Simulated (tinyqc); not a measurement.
Inside a calculation. Method: extended Hueckel theory, for H4. One step of it, computed by the program tinyqc.

Problem. Orbitals. Solve H C = S C e through S^(-1/2); fill by pairs from the bottom, a degenerate level sharing its electrons equally; each orbital has its largest coefficient positive (the first on a tie).

H (eV), order 1H 1s, 2H 1s, 3H 1s, 4H 1s:
```
[[-13.600000, -11.878751, -2.383500, -0.424936],
 [-11.878751, -13.600000, -10.270636, -2.383500],
 [-2.383500, -10.270636, -13.600000, -11.878751],
 [-0.424936, -2.383500, -11.878751, -13.600000]]
```

overlap S, order 1H 1s, 2H 1s, 3H 1s, 4H 1s:
```
[[1.000000, 0.499107, 0.100147, 0.017854],
 [0.499107, 1.000000, 0.431539, 0.100147],
 [0.100147, 0.431539, 1.000000, 0.499107],
 [0.017854, 0.100147, 0.499107, 1.000000]]
```

valence electrons = 4

Give: orbital energies; occupations; coefficients; sum of one-electron energies.

Solution.

orbital energies (eV): [-18.3121, -15.4714, -6.5338, 7.4969]

occupations: [2.0000, 2.0000, 0.0000, 0.0000]

coefficients, order 1H 1s, 2H 1s, 3H 1s, 4H 1s:
```
[[0.3010, 0.5460, 0.7492, -0.6434],
 [0.4224, 0.3319, -0.5340, 1.0584],
 [0.4224, -0.3319, -0.5340, -1.0584],
 [0.3010, -0.5460, 0.7492, 0.6434]]
```

sum of one-electron energies = -67.5670 eV
